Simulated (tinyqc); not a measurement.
# Trench capacitor in an array: capacitance, non-linearity, leakage and relaxation: capacitance, non-linearity and leakage against thickness

A film between two metal electrodes, each interface adding a series capacitance ci. The small-signal permittivity is ek (1 + aq E^2); the field is found with the linear permittivity. Leakage J = J0 sinh(E/Ef). After a voltage step the film passes a relaxation current kr C V tt^(-nr), tt being the time in seconds. The sidewall is a coaxial capacitor with radii a = dm/2 - t and b = dm/2, depth AR dm; the end face is left out.

Planar film: Cf = eps0 ek/t, 1/C = 1/Cf + 2/ci, EOT = 3.9 eps0/C, effective permittivity C t/eps0, E = (V/t) C/Cf; quadratic coefficient [C(V)/C - 1]/V^2 with Cf (1 + aq E^2) in C(V).

Inputs (values chosen for the exercise); permittivity of the order of that of titanium dioxide: relative permittivity of the film ek = 77.1; capacitance of each electrode interface (dead layer and screening) ci = 59 uF/cm^2; quadratic field coefficient of the permittivity aq = 0.023 cm^2/MV^2; bias V = 2 V; leakage prefactor J0 = 1.8e-10 A/cm^2; field for an e-fold rise of the leakage Ef = 0.39 MV/cm.

Constants: eps0 = 8.8541878128e-14 F/cm where lengths are in cm. Results are converted to the units shown.

Results:
```
t (nm)	C (uF/cm^2)	EOT (nm)	effective permittivity	E (MV/cm)	quadratic coefficient (ppm/V^2)	J (A/cm^2)
7.3	7.101	0.4863	58.54	2.080	1.845e4	1.865e-8
9.5	5.778	0.5976	62.00	1.693	1.308e4	6.908e-9
16	3.728	0.9264	67.36	1.092	5970	1.475e-9
21	2.928	1.179	69.45	0.8579	3805	8.020e-10
27	2.329	1.483	71.01	0.6823	2463	5.020e-10
35	1.829	1.887	72.32	0.5360	1549	3.329e-10
46	1.413	2.444	73.41	0.4140	938.0	2.290e-10
60	1.096	3.152	74.24	0.3210	570.3	1.654e-10
```

Estimate the missing row, t = 12 nm.

Computed row:
```
t (nm)	C (uF/cm^2)	EOT (nm)	effective permittivity	E (MV/cm)	quadratic coefficient (ppm/V^2)	J (A/cm^2)
12	4.769	0.7241	64.64	1.397	9343	3.235e-9
```

With this row back in the table: C falls from 7.10 to 1.10 uF/cm^2 while the effective permittivity goes from 58.5 to 74.2 (ek = 77.1). EOT is a straight line in t with slope 3.9/ek = 0.0506 and intercept 0.117 nm. The quadratic coefficient goes as t^(-1.31) between the first two rows and t^(-1.87) between the last two (-2 without interfaces), and J falls by 2.05 decades.

Program tinyqc, `OMP_NUM_THREADS=1 python tinyqc.py 2102056 2102057 out.jsonl`; Intel Xeon 2.30GHz, shared host, one thread, about 0.01 s.
